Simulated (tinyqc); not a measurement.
Worked calculation: alloy A(1-x)B(x) by interpolation with bowing. Values are carried at full precision from step to step, so a last printed digit may differ when a step is redone from the rounded ones.

Each gap follows E(x) = (1 - x) E_A + x E_B - C x (1 - x); the lattice constant follows Vegard, a(x) = (1 - x) a_A + x a_B.

Constants: hc = 1239.841984 eV nm; kB = 8.617333262e-05 eV/K.

Values chosen for the exercise (A near Ge, B near Si; not measured data): a = (5.661, 5.432) angstrom (lattice constant of A, B); x = 0.71 (fraction of B); Eg = (0.901, 4.135) eV (gap at Gamma to the s-like level of A, B); EgX = (0.937, 1.181) eV (gap to the lowest valley along Gamma-X of A, B); EgL = (0.739, 2.125) eV (gap to L of A, B); C = (0.179, 0.202, 0) eV (bowing of the Gamma, X and L gaps); Dso = (0.29, 0.044) eV (spin-orbit splitting of A, B); Ep = (26.5, 21.3) eV (Kane energy of A, B); me = (0.0378, 0.2016) m0 (electron mass at Gamma of A, B); Cs = 0 eV (bowing of Dso); md = (0.1461, 0.78, 0.59) m0 (density-of-states masses of Gamma, all X and all L valleys); T = 300 K (temperature).

## Gaps and lattice constant at x

Also give the wavelength hc/E of the lowest gap.

a(x) = 5.4984 angstrom

linear parts (eV): Gamma 3.1971, X 1.1102, L 1.7231

bowing terms C x (1 - x) (eV): Gamma 0.0369, X 0.0416, L 0.0000

gaps (eV): Gamma 3.1603, X 1.0686, L 1.7231

wavelength of the lowest gap = 1160.2 nm

The lowest valley is X, so the gap is indirect; the next, L, lies 654 meV higher.

## Where the valleys cross

The difference of two gaps is a quadratic q2 x^2 + q1 x + q0 with q2 = C_i - C_j, q1 = (E_B - E_A - C)_i - (E_B - E_A - C)_j, q0 = E_A,i - E_A,j; give its roots between 0 and 1 (a dash: none).

Crossings:
```
pair,q2,q1,q0,first root,second root
Gamma-X,-0.023,3.013,-0.036,0.0119,-
Gamma-L,0.179,1.669,0.162,-,-
X-L,0.202,-1.344,0.198,0.1507,-
```

The lowest valley changes at x = 0.151 (L to X, gap 0.948 eV). The other crossings lie above the lowest valley.

## Electron mass of the alloy

Mass at Gamma from the Kane formula 1/m = F + Ep (Eg + 2 Dso/3)/(Eg (Eg + Dso)). F is fixed by the masses of A and B and interpolated linearly, as is Ep; Eg and Dso carry their bowing.

Compare with the linear interpolation of the masses.

F of A, B: -0.5696  -0.1728

Ep, Eg, Dso at x (eV): 22.8080  3.1603  0.1153

m(x) from the Kane formula = 0.1461 m0
m(x) linear = 0.1541 m0

The Kane value lies 5.2 % below the linear one. The Gamma valley is not the lowest at this x.

## Shares of the electrons in the valleys

Non-degenerate: n_i proportional to md_i^(3/2) exp(-E_i/kT).

md^(3/2): Gamma 0.0558, X 0.6889, L 0.4532

(E - E_min)/kT: Gamma 80.91, X 0.00, L 25.31

shares: Gamma 0.000, X 1.000, L 0.000

X holds most electrons (100.0 %).

## Checks

- The Gamma and X gaps at their crossing x = 0.0119 (eV): both 0.9375.
- The X and L gaps at their crossing x = 0.1507 (eV): both 0.9479.

Run: tinyqc, `OMP_NUM_THREADS=1 python tinyqc.py 1081107 1081108 out.jsonl`; Intel(R) Xeon(R) Processor @ 2.30GHz, one thread, shared host; about 0.01 s of CPU time with all checks.
